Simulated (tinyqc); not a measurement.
# Worked calculation: bandgap voltage reference from two bipolar transistors

Numbers from tinyqc (`OMP_NUM_THREADS=1 python tinyqc.py 2062121 2062122 out.jsonl`; about 0.02 s on one thread of a shared Intel Xeon 2.30GHz). Printed values are rounded.

Two transistors of area 1 and N carry the same current I. Is(T) = Is (T/T0)^eta exp[(Vg0 q/kB)(1/T0 - 1/T)], VBE1 = Vt ln(I/Is(T)) + I rb, VBE2 = Vt ln(I/(N Is(T))) + I rb/N. The amplifier forces I R1(T) = VBE1 - VBE2 + Vos, with R(T) = R (1 + tc (T - T0)) for both resistors, and the output is Vref = VBE1 + I R2(T). Base currents and the Early effect are neglected.

Inputs (values chosen for the exercise); values of the order met in silicon bipolar transistors: reference temperature T0 = 323 K; band-gap voltage extrapolated to 0 K Vg0 = 1.175 V; temperature exponent of the saturation current eta = 3.6; saturation current of the unit transistor at T0 Is = 4.4e-18 A; area ratio of the second transistor N = 15; resistor across which the difference of VBE falls, at T0 R1 = 3.7 kohm; temperature coefficient of both resistors tc = 0 ppm/K; offset of the amplifier Vos = 0 mV; series resistance of the unit transistor rb = 0 ohm; output resistor at T0 R2 = 21.06 kohm; temperature T = 358 K.

Constants: q = 1.602176634e-19 C, kB = 1.380649e-23 J/K. Results are converted to the units shown.

## Operating point at the reference temperature

Vt = kB T/q; I = (Vt ln N + Vos)/(R1(T) - rb (1 - 1/N)). Evaluate at T = T0.

Vt = 0.0278340 V
I = 20.3718 uA
Is(T) = 4.4e-18 A
VBE1 = 0.811738 V
I R2 = 0.429031 V
Vref = 1.24077 V

## Operating point at another temperature

Vt = kB T/q; I = (Vt ln N + Vos)/(R1(T) - rb (1 - 1/N)).

Vt = 0.0308501 V
I = 22.5793 uA
Is(T) = 3.95084e-16 A
VBE1 = 0.764124 V
I R2 = 0.475521 V
Vref = 1.23964 V

From T0 to T, VBE1 changes by -47.6 mV and I R2 by 46.5 mV, which leaves -1.13 mV in Vref.

## Resistor for zero slope at T0, ideal case

With tc = 0, Vos = 0 and rb = 0 the current is proportional to T, dVBE/dT = (VBE - Vg0 - (eta - 1) Vt)/T, and Vref has zero slope at T0 when Vref = Vg0 + (eta - 1) Vt0. Find VBE1, its slope, that Vref, R2/R1 and the curvature d2Vref/dT2 = -(eta - 1) kB/(q T0).

VBE1 = 0.811738 V
dVBE/dT = -1.34870 mV/K
Vref = 1.24737 V
R2/R1 = 5.77944
curvature = -0.693655 uV/K^2
